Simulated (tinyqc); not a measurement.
Worked calculation: tight binding, honeycomb lattice. One step of it, computed by the program tinyqc.

Task: Levels at k. Diagonalise the Hermitian matrix.

H(k) at k (eV):
```
                     A                    B
A             0.134334  -3.569204-3.575435i
B  -3.569204+3.575435i            -0.043528
```

Give: eigenvalues; weights |c|^2 of the basis functions.

Result:

eigenvalues (eV): -5.0074  5.0982

weights |c|^2 of the basis functions:
```
   band 1  band 2
A  0.4912  0.5088
B  0.5088  0.4912
```
